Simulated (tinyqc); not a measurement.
Width of the well: hydrogenic donor in a hard-walled well (variational).

Trial function cos(pi z/L) exp(-r/lam), r measured from the donor at zi, walls at +/- L/2, one eps everywhere. Counted from the lowest subband, E(lam) = c/(m lam^2) - (q/eps) I0/I1, with I0 the integral of cos^2(pi z/L) exp(-2|z - zi|/lam) over the well and I1 the same with the factor (|z - zi| + lam/2); c = hbar^2/2m0, q = e^2/(4 pi eps0). The binding energy is -E at the minimum.

Constants: hbar^2/2m0 = 3.80998211 eV angstrom^2; e^2/(4 pi eps0) = 14.39964547 eV angstrom.

Parameters, chosen for this exercise (out of a larger set: near those of Ge, with one mean mass; not measured data): m = 0.122 m0 (mass); eps = 15.8 (dielectric constant); Ls = (12, 31, 60, 127, 220, 551, 1040) angstrom (widths).

Ry* = 6.6492 meV
a* = 68.533 angstrom

Donor at the centre and at the wall (zi = L/2).

Binding:

| L (angstrom) | L/a* | centre (meV) | in Ry* | wall (meV) | in Ry* | centre/wall |
|---|---|---|---|---|---|---|
| 12 | 0.18 | 22.46 | 3.378 | 17.10 | 2.571 | 1.31 |
| 31 | 0.45 | 18.77 | 2.823 | 12.01 | 1.806 | 1.56 |
| 60 | 0.88 | 15.62 | 2.349 | 8.74 | 1.315 | 1.79 |
| 127 | 1.85 | 12.09 | 1.818 | 5.78 | 0.869 | 2.09 |
| 220 | 3.21 | 9.89 | 1.487 | 4.17 | 0.628 | 2.37 |
| 551 | 8.04 | 7.54 | 1.134 | 2.47 | 0.372 | 3.05 |
| 1040 | 15.18 | 6.92 | 1.041 | 1.93 | 0.291 | 3.58 |

At the centre the binding falls from 3.38 to 1.04 Ry*, between the limits 4 and 1. At the wall it falls from 2.57 to 0.29 Ry*, towards 1/4: the wall forces a node through the donor, as in a 2p state. With this trial function, which underbinds wall donors by about a tenth, the wall donor drops below the bulk value between 60 and 127 angstrom. The ratio grows from 1.31 to 3.58. Widths under about 15 angstrom lie outside envelope theory and serve only to show the limit.

Computed by tinyqc, a small Python program: `OMP_NUM_THREADS=1 python tinyqc.py 1251342 1251343 out.jsonl` (the numbers bound the seed that draws the inputs); one thread of a shared host (Intel(R) Xeon(R) Processor @ 2.30GHz), about 0.02 s for the whole set of steps.
